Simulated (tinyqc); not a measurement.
Metal gate on a two-layer dielectric stack with fixed charge and a dipole: threshold against doping.

Gate, layer 2, layer 1, p-type semiconductor; x runs from the gate inwards. Charges are counted in units of +q. psi is the band bending at the surface, positive towards inversion. Classical charge, Boltzmann statistics, no interface traps.

EOT = 3.9 (t1/e1 + t2/e2), Cox = eps0/(t1/e1 + t2/e2); phi_ms = pM - (chi + Eg - Vt ln(Nv/Na)). Vfb = phi_ms + Vd - (q/eps0) [Q1 (t1/e1 + t2/e2) + Q2 t2/e2 + r1 (t1^2/(2 e1) + t1 t2/e2) + r2 t2^2/(2 e2)]: each charge counts with its electrical distance from the gate. ni = sqrt(Nc Nv) exp(-Eg/(2 Vt)), Eg in volts, pB = Vt ln(Na/ni), Vth = Vfb + 2 pB + sqrt(4 q eps0 eps_r Na pB)/Cox.

Values chosen for this exercise; band and dielectric values close to those of silicon, layer 1 close to silicon nitride, layer 2 close to aluminium oxide:
- T = 250 K (temperature)
- Eg = 1.12 eV (band gap)
- eps_r = 11.9 (relative permittivity)
- Nc = 2.14e19 cm^-3 (conduction-band density of states at T)
- Nv = 2.02e19 cm^-3 (valence-band density of states at T)
- chi = 4.02 eV (electron affinity)
- pM = 4.45 eV (work function of the gate metal)
- t1 = 1.1 nm (thickness of layer 1, next to the semiconductor)
- e1 = 7.63 (relative permittivity of layer 1)
- t2 = 3 nm (thickness of layer 2, next to the gate)
- e2 = 9.03 (relative permittivity of layer 2)
- Q1 = 2.6e11 cm^-2 (fixed charge at the semiconductor interface)
- Q2 = 1.8e11 cm^-2 (fixed charge between the layers)
- r1 = 0 cm^-3 (uniform charge density in layer 1)
- r2 = -1.5e18 cm^-3 (uniform charge density in layer 2)
- Vd = 0.38 V (flat-band shift by a dipole layer between the layers)

Constants: q = 1.602176634e-19 C, kB = 1.380649e-23 J/K, Vt = kB T/q, eps0 = 8.8541878128e-14 F/cm where lengths are in cm. Results are converted to the units shown.

Result of one run:
```
phi_ms (V)  2 pB (V)  Qd/Cox (V)  Vth (V)
-0.6367        1.012      0.4101    1.146
```

Which acceptor density Na gave this result: 1.4e15, 4.5e15, 4.8e16, 1.6e17 or 1.7e18 cm^-3?

Na = 1.7e18 cm^-3.

The whole series:
```
Na (cm^-3)  phi_ms (V)  2 pB (V)  Qd/Cox (V)  Vth (V)
1.4e15         -0.4837    0.7061    0.009830   0.5926
4.5e15         -0.5088    0.7564     0.01824   0.6261
1.5e16         -0.5348    0.8083     0.03442   0.6682
4.8e16         -0.5598    0.8584     0.06346   0.7223
1.6e17         -0.5858    0.9103      0.1193   0.8041
5.3e17         -0.6116    0.9619      0.2232   0.9338
1.7e18         -0.6367     1.012      0.4101    1.146
```

Vth rises from 0.593 to 1.15 V. Of the change, phi_ms + 2 pB gives 153 mV (Vt ln 10 a decade) and the depletion charge 400 mV, growing as Na^(0.53).

Program tinyqc, `OMP_NUM_THREADS=1 python tinyqc.py 2010129 2010130 out.jsonl`; Intel Xeon 2.30GHz, shared host, one thread, about 0.01 s.
